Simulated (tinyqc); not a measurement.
Coupled-perturbed Hartree-Fock on RHF in the sto-6g basis, for H2, spin multiplicity 1, step by step. One step of it, computed by the program tinyqc.

Problem. Coupled step 1. U_ai = -(mu_ai + sum_bj [4 (ai|bj) - (ab|ij) - (aj|bi)] U_bj) / (e_a - e_i); alpha = -4 sum U_ai mu_ai.

uncoupled U, order a2:
$$\begin{pmatrix}
0.734775
\end{pmatrix}$$

dipole integrals <a|z|i> (bohr), order a2:
$$\begin{pmatrix}
-0.926587
\end{pmatrix}$$

orbital energies (hartree): MO1 -0.585807, MO2 0.675242

Two-electron integrals over orbitals (pq|rs), unique and non-zero (hartree):
```
(11|11) 0.676039   (21|21) 0.181106   (22|11) 0.665608   (22|22) 0.700557
```

Give: U after step 1; polarisability.

Solution.

U after step 1, order a2:
$$\begin{pmatrix}
0.806
\end{pmatrix}$$

polarisability = 2.987 bohr^3
